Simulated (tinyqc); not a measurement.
From results back to parameters: ellipsoidal valleys in the axes of a wafer and a channel. Three cases, with inputs chosen for the exercise.

Problem. A valley whose axis makes az^2 = 0.333333 with the surface normal has 1/mz = az^2/ml + (1 - az^2)/mt and mz md^2 = ml mt^2. Its confinement and density-of-states masses are given, and ml > mt.

Case 1.

mz, md (m0): 0.2550061  0.3508238

Case 2.

mz, md (m0): 0.1185023  0.2977264

Case 3.

mz, md (m0): 0.1185005  0.2976357

Find: ml mt^2; mt; ml.

Solution. Put ml = (mz md^2)/mt^2 into the first relation and solve for mt below (mz md^2)^(1/3), the value at which ml = mt; a scan of that range finds one root.

Case 1.

ml mt^2 = 0.031385
mt = 0.188 m0
ml = 0.888 m0

Case 2.

ml mt^2 = 0.010504
mt = 0.081 m0
ml = 1.601 m0

Case 3.

ml mt^2 = 0.010498
mt = 0.081 m0
ml = 1.600 m0

Computed by tinyqc, one run a case: `OMP_NUM_THREADS=1 python tinyqc.py N N+1 out.jsonl` with N = 1850218, 1850391, 1850437; one thread of a shared Intel(R) Xeon(R) Processor @ 2.30GHz, about 0.01 s a run at most.
